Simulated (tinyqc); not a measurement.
Inside a calculation: round or elliptic silicon nanowire with anisotropic valleys (Ritz method). Values are carried at full precision from step to step, so a last printed digit may differ when a step is redone from the rounded ones.

Wire along x = [100] on a (001) wafer, y = [010], z = [001]. Valley groups, two valleys each (w = inverse masses): A, axis along z: w_y = 1/mt, w_z = 1/ml, m_x = mt; B, axis along y: w_y = 1/ml, w_z = 1/mt, m_x = mt; C, axis along x: w_y = w_z = 1/mt, m_x = ml.

Constants: hbar^2/2m0 = 3.80998211 eV angstrom^2; kB = 8.617333262e-05 eV/K.

Inputs chosen for the exercise (near those of a Si nanowire; the results hold for these values, not for the real material): ml = 0.923 m0 (longitudinal mass); mt = 0.19 m0 (transverse mass); a = 15 angstrom (semi-axis along y); b = 15 angstrom (semi-axis along z); group = B (valley group worked out); T = 77 K (temperature).

## Stretching the ellipse

Scaling y by 1/sqrt(w_y) and z by 1/sqrt(w_z) makes the mass 1 and the semi-axes A = a/sqrt(w_y), B = b/sqrt(w_z). List them with the one-function estimate 3c (1/A^2 + 1/B^2) and the slender limit c (pi/2s)^2 (1 + 2s/(pi l)), s and l the smaller and larger of A, B; c = hbar^2/2m0.

Groups:

| group | g | A | B | axis ratio | one function (eV) | slender limit (eV) |
|---|---|---|---|---|---|---|
| A | 2 | 6.54 | 14.41 | 2.204 | 0.3224 | 0.2834 |
| B | 2 | 14.41 | 6.54 | 2.204 | 0.3224 | 0.2834 |
| C | 2 | 6.54 | 6.54 | 1.000 | 0.5347 | 0.3599 |

The one-function value suits axis ratios near 1 and the slender limit ratios well above 2.

## Matrices of three even functions

Hard wall on the ellipse (y/a)^2 + (z/b)^2 = 1, c = hbar^2/2m0. With u = y/a, v = z/b the operator is -c [(w_y/a^2) d2/du2 + (w_z/b^2) d2/dv2] on the unit disc. Basis (1 - u^2 - v^2) u^i v^j; S, X and Y are the disc integrals of f f', (df/du)(df'/du) and (df/dv)(df'/dv), from the integral of u^p v^q = 2 Gamma((p+1)/2) Gamma((q+1)/2)/((p + q + 2) Gamma((p+q+2)/2)) for even p, q; H = c (w_y X/a^2 + w_z Y/b^2).

Basis 1, u^2, v^2 times (1 - u^2 - v^2); form S and H for the chosen group.

S, lower triangle:
```
            1       u^2       v^2
1    1.047198
u^2  0.130900  0.039270
v^2  0.130900  0.013090  0.039270
```

H (meV), lower triangle:
```
            1      u^2      v^2
1    337.6215
u^2   56.2703  30.7072
v^2   56.2703   7.0338  67.7657
```

## Lowest level in this basis

Solve H p = E S p for the wire level; give E, the ratios p2/p1 and p3/p1, and H11/S11.

E = 305.7 meV

ratios: -0.83  -0.25

one function = 322.4 meV

The two added functions lower the level by 16.7 meV (5.2 %), mostly by narrowing the state along u, the direction in which the stretched ellipse is long.

## Subbands

Converged values use 21 functions of each parity class (e or o in u, then in v).

The nine lowest levels of all groups and parity classes.

Subbands:

| group, parity | g | m_x (m0) | E (eV) |
|---|---|---|---|
| A ee | 2 | 0.1900 | 0.3054 |
| B ee | 2 | 0.1900 | 0.3054 |
| A eo | 2 | 0.1900 | 0.5130 |
| B oe | 2 | 0.1900 | 0.5130 |
| C ee | 2 | 0.9230 | 0.5154 |
| A ee | 2 | 0.1900 | 0.7960 |
| B ee | 2 | 0.1900 | 0.7960 |
| A oe | 2 | 0.1900 | 1.0275 |
| B eo | 2 | 0.1900 | 1.0275 |

At 77 K and without degeneracy the populations go as g sqrt(m_x) exp(-E/kB T): among these nine the lowest level, shared by A ee and B ee, holds 100 % and the light transport mass mt 100 % of the electrons. Levels above about 0.3 eV lie beyond parabolic valleys and hard walls.

## Checks

- Circle of radius a with both masses mt against c (2.404826/R)^2/m, eV: both 0.5154.

tinyqc: `OMP_NUM_THREADS=1 python tinyqc.py 1252488 1252489 out.jsonl`; about 0.05 s, one thread, shared Intel(R) Xeon(R) Processor @ 2.30GHz.
